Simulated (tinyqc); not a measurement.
# Stability and critical current from long pulses

Problem. For long pulses a magnetic tunnel junction switches at I = Ic0 [1 - ln(tp/t0)/Delta]. Find Ic0 and Delta.

Parameters, values chosen for the exercise: attempt time t0 = 1 ns.

switching current for pulses of 0.0001 and 1 s (uA): [43.539047, 35.381975]

Answer. I is linear in ln tp: it equals Ic0 at tp = t0, and the slope is -Ic0/Delta.

Ic0 = 53.7 uA
Delta = 60.7

Computed by the program tinyqc: `OMP_NUM_THREADS=1 python tinyqc.py 2450139 2450140 out.jsonl`, one thread of a shared Intel Xeon 2.30GHz, about 0.01 s for the whole run.
